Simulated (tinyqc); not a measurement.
## Trap density from the leakage

Question. Trap-assisted leakage is J = q Nt times the integral over x of the rate through one trap. Find Nt, the areal density Nt t and the mean in-plane spacing (Nt t)^(-1/2).

Inputs (values chosen for the exercise): thickness t = 6.4 nm.

Constants: q = 1.602176634e-19 C. Results are converted to the units shown.

J = 1.5947276e-9 A/cm^2
integral of the rate over x = 0.12288280 nm/s

Solution. J is proportional to Nt.

Nt = 8.100e17 cm^-3
Nt t = 5.184e11 cm^-2
in-plane spacing = 13.89 nm

Program tinyqc, `OMP_NUM_THREADS=1 python tinyqc.py 2370015 2370016 out.jsonl`; Intel Xeon 2.30GHz, shared host, one thread, about 0.03 s.
